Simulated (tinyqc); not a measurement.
# Worked calculation: drifting, spreading and decaying minority pulse (Haynes-Shockley), Crank-Nicolson time steps

Program tinyqc, `OMP_NUM_THREADS=1 python tinyqc.py 2310020 2310021 out.jsonl`; Intel Xeon 2.30GHz, shared host, one thread, about 0.01 s. Printed values are rounded.

Low injection in a uniform field: dn/dt = D d2n/dx2 - v dn/dx - n/tau with D = mu Vt and v = mu F towards +x. Exact solution on an infinite bar for a Gaussian start at x0: n = N0 exp(-t/tau) exp(-(x - x0 - v t)^2/(2 s^2))/sqrt(2 pi s^2), s^2 = s0^2 + 2 D t.

Values chosen for this exercise; mobility close to that of gallium arsenide at room temperature:
```
symbol,value,unit,meaning
T,300,K,temperature
mu,8090,cm^2/(V s),minority-carrier mobility
F,9.4,V/cm,sweep field along the drift
hx,48,um,mesh step
tau,4.9e-7,s,lifetime
N0,1e9,cm^-2,injected sheet density
dt,2.8e-8,s,time step
s0,57,um,initial width (standard deviation)
```

Constants: q = 1.602176634e-19 C, kB = 1.380649e-23 J/K, Vt = kB T/q. Results are converted to the units shown.

## Coefficients of the scheme

Exponentially fitted fluxes: d = F hx/Vt, B(d) = d/(exp(d) - 1), k = D dt/hx^2; (L n)_i = a n_(i-1) + b n_i + c n_(i+1) with a = k B(-d), c = k B(d), b = -a - c - dt/tau. Explicit steps keep n positive for dt up to 1/[(D/hx^2)(B(d) + B(-d)) + 1/tau].

D = 209.143 cm^2/s
v = 76046.0 cm/s
d = 1.74532
a = 0.537431
b = -0.688404
c = 0.0938297
positivity limit of dt = 4.06738e-8 s

dt is 0.69 times the explicit limit. On this mesh the fitted flux acts like a diffusion coefficient (d/2) coth(d/2) D = 1.24 D for a travelling pulse, before the error of the time steps.

## Initial pulse

Nodes x_i = i hx, i = 1 to 9, n = 0 at nodes 0 and 10; the Gaussian at t = 0 with x0 = 4 hx.

n at t = 0, node 1 to 9 (in units of 1e10 cm^-3): 0.28783  1.69466  4.90961  6.99899  4.90961  1.69466  0.28783  0.02406  0.00099

## Step 1: densities after a time step

(L n)_i = a n_(i-1) + b n_i + c n_(i+1), n = 0 beyond the ends. Crank-Nicolson step: solve n(new) - L n(new)/2 = n + L n/2.

n at t = 1 dt, node 1 to 9 (in units of 1e10 cm^-3): 0.24226  1.22319  3.41219  5.42539  5.03803  2.86250  1.06218  0.28381  0.06203

## Step 2: densities after a time step

As before.

n at t = 2 dt, node 1 to 9 (in units of 1e10 cm^-3): 0.19185  0.88712  2.42074  4.14901  4.59124  3.42172  1.80960  0.72280  0.23149

## Course in time

The same steps, now on nodes 1 to 60 (n = 0 at nodes 0 and 61), for 24 steps; centre = sum x n/sum n. Deviations are from the exact pulse, as a share of its largest value on the nodes; a run counts as stable if they stay under 100 %.

Course of the iteration:
```
step  hx sum n (cm^-2)  centre (um)  most negative n (cm^-3), 0 if none  largest deviation (% of the peak)
1            9.42148e8      213.794                                   0                               3.53
2            8.88856e8      235.345                                   0                               5.60
3            8.38733e8      256.873                                   0                               6.65
4            7.91572e8      278.374                                   0                               7.24
5            7.47172e8      299.849                                   0                               7.90
6            7.05348e8      321.297                                   0                               7.92
7            6.65929e8      342.724                                   0                               8.50
8            6.28761e8      364.131                                   0                               8.26
9            5.93703e8      385.521                                   0                               8.83
...                ...          ...                                 ...                                ...
16           3.97676e8      534.972                                   0                               9.41
17           3.75572e8      556.299                                   0                               9.24
18           3.54698e8      577.623                                   0                               9.49
19           3.34986e8      598.945                                   0                               9.45
20           3.16371e8      620.264                                   0                               9.54
21           2.98791e8      641.582                                   0                               9.58
22           2.82189e8      662.899                                   0                               9.56
23           2.66510e8      684.214                                   0                               9.66
24           2.51702e8      705.529                                   0                               9.56
```

The run is stable. After 24 steps the deviation is 9.6 % of the peak. From step 1 to the last the centre has moved at 1.00 v and the content is 0.80 % below N0 exp(-t/tau). On an endless mesh these steps would give a speed of 1.00 v and a content of 1.00 times the exact one, from dt/tau = 0.0571 alone; the rest comes from the absorbing ends.
